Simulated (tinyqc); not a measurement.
Magnetoresistance against angle.

Conductance G = G0 (1 + P1 P2 cos(phi)) at low bias, phi the angle between the magnetisations, normalised to Rp = RA/area at phi = 0.

Parameters, values chosen for the exercise:
```
symbol,value,unit,meaning
Dm,31,nm,diameter
P1,0.67,,spin polarisation of the reference layer
P2,0.61,,spin polarisation of the free layer
RA,2.9,ohm um^2,"resistance-area product, parallel state"
```

Result of one run:
```
phi (degree)  R (kohm)  R/Rp - 1 (%)  share of the full TMR (%)
110              6.292         63.76                      46.12
```

What becomes of these results when the angle phi is changed from 110 to 90 degree, all else the same?

Result of the changed run:
```
phi (degree)  R (kohm)  R/Rp - 1 (%)  share of the full TMR (%)
90               5.413         40.87                      29.57
```

The whole series:
```
phi (degree)  R (kohm)  R/Rp - 1 (%)  share of the full TMR (%)
0                3.842             0                          0
20               3.911         1.781                      1.288
45               4.199         9.287                      6.718
70               4.749         23.59                      17.07
90               5.413         40.87                      29.57
110              6.292         63.76                      46.12
135              7.613         98.13                      70.98
160              8.787         128.7                      93.10
180              9.154         138.2                      100.0
```

R rises from 3.84 to 9.15 kohm, TMR0 = 138 %. It is the conductance that follows cos(phi), so at 90 degrees R has covered only (1 - P1 P2)/2 = 29.6 % of its range.

Numbers from tinyqc (`OMP_NUM_THREADS=1 python tinyqc.py 2450027 2450028 out.jsonl`; about 0.01 s on one thread of a shared Intel Xeon 2.30GHz).
